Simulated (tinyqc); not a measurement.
From results to parameters: two-site tight-binding chain. Computed by the program tinyqc.

Problem. A two-site chain has site energies +delta (A) and -delta (B) and hoppings t1 > t2 > 0, so E = +/- sqrt(delta^2 + |t1 + t2 exp(-ika)|^2). Find delta, t1 and t2.

upper band at k = 0 = 1.586758 eV
upper band at the zone edge = 0.689493 eV
weight of the upper band on site A at the zone edge = 0.666789

Solution. The weight on A is (1 + delta/E)/2, which gives delta; then t1 + t2 = sqrt(E(0)^2 - delta^2) and t1 - t2 = sqrt(E(edge)^2 - delta^2).

delta, t1, t2 (eV): 0.2300  1.1100  0.4600
